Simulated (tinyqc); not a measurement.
# Changing the stress X (tension positive)

Model: strain, valley repopulation and piezoresistance in a many-valley conduction band. Computed by tinyqc, a small Python program. Command: `OMP_NUM_THREADS=1 python tinyqc.py 3016576 3016577 out.jsonl valleys sweep`. One thread of a shared host (Intel(R) Xeon(R) Processor @ 2.30GHz), about 0.06 s of CPU time with the checks.

Valleys are ellipsoids with mass m_l along the axis a and m_t across it, parabolic, with one constant relaxation time; strain shifts the valleys and leaves the masses alone. Currents are taken along [111], along the load, and along [1-10], across the load.

Inputs (values chosen for the exercise, modelled on germanium):
```
quantity                               value    unit
longitudinal mass m_l                   1.61     m_0
transverse mass m_t                   0.0827     m_0
shear deformation potential Xi_u        16.5      eV
dilation deformation potential Xi_d     -4.4      eV
C11                                      127     GPa
C12                                     47.8     GPa
C44                                     66.4     GPa
electron density n                   4.3e+17  1/cm^3
relaxation time tau                       64      fs
temperature T                            300       K
```

Valley axes: <111> (4 valleys). Load: uniaxial [111].

Constants: k_B = 8.617333262e-05 eV/K; m_0 = 9.1093837015e-31 kg; k_B = 1.380649e-23 J/K; hbar = 1.054571817e-34 J s; e = 1.602176634e-19 C.

Method:
- Compliances S11 = (C11 + C12)/((C11 - C12)(C11 + 2 C12)), S12 = -C12/((C11 - C12)(C11 + 2 C12)), S44 = 1/C44; stress sigma_ij = X n_i n_j for the unit vector n of the load; e_xx = S11 sigma_xx + S12 (sigma_yy + sigma_zz), e_xy = S44 sigma_xy/2 (tensor strain).
- Herring-Vogt shift of a valley with unit axis a: dE = Xi_d tr(e) + Xi_u a.e.a.
- Each of the 4 valleys holds n_v = N_v (2/sqrt(pi)) F_1/2((E_F - dE_v)/(k_B T)), N_v = 2 (m_d k_B T/(2 pi hbar^2))^(3/2), m_d = (m_l m_t^2)^(1/3); E_F solves sum n_v = n and is counted from the unstrained edge.
- F_j(eta) = int_0^infinity x^j/(1 + exp(x - eta)) dx, without a gamma-function factor. It is evaluated after integrating by parts.
- Integrals over x = E/(k_B T) use 160 Gauss-Legendre points in u = sqrt(x) from 0 to sqrt(max(eta, 0) + 32).
- Mobility tensor mu = e tau sum_v (n_v/n) [1/m_t + (1/m_l - 1/m_t) a a^T]; unstrained mu_0 = e tau (1/m_l + 2/m_t)/3; resistivity along d from the inverse tensor, rho_d = d.mu^-1.d/(n e), mobility along d = 1/(d.mu^-1.d); gauge pi_d = (rho_d/rho_0 - 1)/X.

One run for each value; columns: (1) stress X (tension positive) (MPa); (2) mobility along the first direction (cm^2/(V s)); (3) mobility along the second direction (cm^2/(V s)); (4) Fermi level E_F (meV); (5) splitting (highest minus lowest) (meV):
```
(1)       (2)     (3)      (4)     (5)
-2000    70.6  1360.8  -220.92  220.88
-1560    74.5  1358.8  -182.40  172.29
-1110   100.8  1345.7  -143.53  122.59
-667    246.4  1272.9  -108.45   73.66
-222    691.4  1050.4   -85.81   24.52
222    1085.2   853.5   -83.01   24.52
667    1195.5   798.3   -90.39   73.66
1110   1214.3   788.9   -99.99  122.59
1560   1217.2   787.5  -110.13  172.29
2000   1217.6   787.3  -120.09  220.88
```

Over the rows, mobility along the first direction (cm^2/(V s)) rises from 70.6 to 1220; mobility along the second direction (cm^2/(V s)) falls from 1360 to 787; Fermi level E_F (meV) goes from -221 through a maximum among these rows, -83.0 at 222, to -120. The sign of the stress decides which valleys drop; electrons gather there, and each direction then sees the mix of light and heavy mass that those valleys present to it, until the upper valleys are empty.

Extremes, crossings and ranges named in words are read from the listed rows.
